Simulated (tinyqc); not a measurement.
# Lossy interposer transmission line with skin effect: effect of the width of the strip

A uniform line in a homogeneous dielectric: c = sqrt(er)/(c0 Z0), l = Z0 sqrt(er)/c0 (c0 = 299792458 m/s), g = w c td, w = 2 pi f. The resistance joins its limits as r = sqrt(r_dc^2 + r_hf^2), with r_dc = rho/(wd th), r_hf = kr rho/(2 delta (wd + th)), delta = sqrt(rho/(pi f mu0)), mu0 = 4 pi 1e-7 H/m; this is an interpolation, and internal inductance, up to 0.05 nH/mm at low frequency, is neglected.

gamma = sqrt((r + i w l)(g + i w c)) = alpha + i beta, Zc = sqrt((r + i w l)/(g + i w c)), roots with positive real part; loss 8.685889638 alpha in dB; phase velocity w/beta. ZL = 1/(1/RL + i w CL); reflection (ZL - Zc)/(ZL + Zc); Zin = Zc (ZL + Zc tanh(gamma len))/(Zc + ZL tanh(gamma len)); H = V_load/V_source = [Zin/(Zin + Rg)]/[cosh(gamma len) + (Zc/ZL) sinh(gamma len)]. Z0 is held fixed by scaling the dielectric height.

Inputs (values chosen for the exercise): thickness of the strip th = 2.3 um; resistivity rho = 1.8 uohm cm; relative permittivity er = 3.5; loss tangent td = 0.002; lossless impedance sqrt(l/c) Z0 = 50 ohm; factor for crowding and the return path kr = 2; length len = 8 mm; source resistance Rg = 100 ohm; load resistance RL = 100 ohm; load capacitance CL = 300 fF; frequency f = 16 GHz.

Effect of the width of the strip:
```
wd (um),r (ohm/mm),r/(w l),loss (dB/mm),|Zc| (ohm),phase velocity over c0,length in wavelengths,|H| (dB)
2.1,8.522,0.2717,0.7391,50.90,0.5298,0.8059,-15.90
3.3,6.471,0.2063,0.5646,50.52,0.5318,0.8029,-14.26
5.2,4.741,0.1511,0.4161,50.28,0.5331,0.8010,-12.78
8.2,3.350,0.1068,0.2960,50.14,0.5338,0.7999,-11.53
13,2.285,0.07283,0.2038,50.07,0.5342,0.7993,-10.50
20,1.562,0.04979,0.1411,50.03,0.5344,0.7990,-9.777
32,1.013,0.03230,0.09343,50.01,0.5345,0.7989,-9.201
50,0.6635,0.02115,0.06307,50.01,0.5345,0.7988,-8.823
```

As wd goes from 2.1 to 50, the loss falls from 0.739 to 0.0631 dB/mm, |Zc| falls from 50.9 to 50.0 ohm and |H| goes from -15.9 to -8.82 dB, with its highest value among the rows, -8.82 dB, at wd = 50.

Program tinyqc, `OMP_NUM_THREADS=1 python tinyqc.py 2810221 2810222 out.jsonl`; Intel Xeon 2.30GHz, shared host, one thread, about 0.01 s.
